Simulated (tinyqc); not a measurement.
Out-diffusion of a doped substrate or buried layer into a growing epitaxial film: one step, computed by the program tinyqc.

x is counted from the original substrate surface into the film, whose surface moves as x = v t. Substrate dopant has one diffusivity; the dopant of the film is taken as uniform.

Question. Scales. D = D0 exp(-E/(k_B T)); growth time t = d/v; l = 2 sqrt(D t); growth number G = v t/l = d/l; 1 um = 1e-4 cm. Temperatures in kelvin are T(C) + 273.15.

Inputs (values chosen for the exercise, modelled on boron in silicon):
```
quantity              value    unit
prefactor D0          0.881  cm^2/s
activation energy E    3.51      eV
growth rate v           1.4  um/min
film thickness d        7.8      um
growth temperature T   1150       C
```

Film doping: same type as the substrate.

Constants: k_B = 8.617333262e-05 eV/K.

Give: diffusivity D; growth time t; length l; growth number G.

Answer.

diffusivity D = 3.2739e-13 cm^2/s

growth time t = 5.5714 min

length l = 0.20923 um

growth number G = 37.280

The surface outruns diffusion, so the film acts as an infinite medium.
